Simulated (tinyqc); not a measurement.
MOS inversion layer, Poisson-Schroedinger loop: one step of the calculation.

Electrons confined at an insulator interface at z = 0, treated as a hard wall; parabolic valleys, Hartree approximation, no image or exchange terms. The depletion charge lies far deeper than the electrons and gives a uniform field q Nd/(eps0 eps_r); the gate balances all charge. Energies are counted from the band edge at the interface.

Problem. Converged levels, occupations and centroid. Tridiagonal Hamiltonian with psi = 0 one step beyond both ends: H_ii = C (1/m_(i-1/2) + 1/m_(i+1/2))/hz^2 + V0_i + U_i, H_(i,i+1) = -C/(m_(i+1/2) hz^2), C = hbar^2/(2 m0). The lowest 2 level(s) are kept, normalised to hz sum |psi|^2 = 1. The mass is the same on all intervals.

Level k holds N_k = D_k Vt ln(1 + exp((EF - E_k)/Vt)) with D = 3 md1 m0 q/(pi hbar^2) per eV (spin included); EF is fixed by sum N_k = Ns.

Solve for the levels with V0 + U, find EF, n_i = sum_k N_k |psi_k|^2 (in cm^-3); share of each level N_k/Ns; centroid sum n z/sum n.

Values chosen for this exercise; masses and permittivity close to those of 4H silicon carbide (0001):

| symbol | value | unit | meaning |
|---|---|---|---|
| T | 77 | K | temperature |
| mz1 | 0.325 | m0 | mass along z of valley set A (3 valley(s)) |
| md1 | 0.422 | m0 | in-plane density-of-states mass of set A |
| Ns | 1.4e13 | cm^-2 | sheet density of electrons |
| hz | 0.46 | nm | mesh step |

Constants: q = 1.602176634e-19 C, kB = 1.380649e-23 J/K, hbar = 1.054571817e-34 J s, m0 = 9.1093837015e-31 kg, Vt = kB T/q, hbar^2/(2 m0) = 0.0380998212 eV nm^2. Results are converted to the units shown.

```
node	z (nm)	fixed potential V0 (eV)	converged U (eV)
1	0.46	0.01020277	0.11903224
2	0.92	0.02040554	0.22502026
3	1.38	0.03060831	0.30253064
4	1.84	0.04081108	0.35096339
5	2.3	0.05101384	0.37809157
6	2.76	0.06121661	0.39215269
7	3.22	0.07141938	0.39902067
8	3.68	0.08162215	0.40221338
9	4.14	0.09182492	0.40363375
10	4.6	0.10202769	0.40424043
11	5.06	0.11223046	0.40448971
12	5.52	0.12243323	0.40458837
13	5.98	0.13263600	0.40462599
14	6.44	0.14283876	0.40463980
15	6.9	0.15304153	0.40464464
16	7.36	0.16324430	0.40464625
17	7.82	0.17344707	0.40464674
18	8.28	0.18364984	0.40464686
19	8.74	0.19385261	0.40464688
```

Wanted: levels; EF; shares; n; centroid.

Solution.

levels (eV): A1 0.41868, A2 0.53576
EF = 0.44503 eV
shares (%): A1 100.00, A2 0.00
n, node 1 to 19 (in units of 1e19 cm^-3): 3.3352  7.2813  7.4347  5.4473  3.3411  1.8392  0.9397  0.4532  0.2081  0.0914  0.0385  0.0156  0.0061  0.0023  0.0008  0.0003  0.0001  0.0000  0.0000
centroid = 1.5638 nm

Computed by the program tinyqc: `OMP_NUM_THREADS=1 python tinyqc.py 2160101 2160102 out.jsonl`, one thread of a shared Intel Xeon 2.30GHz, about 0.3 s for the whole run.
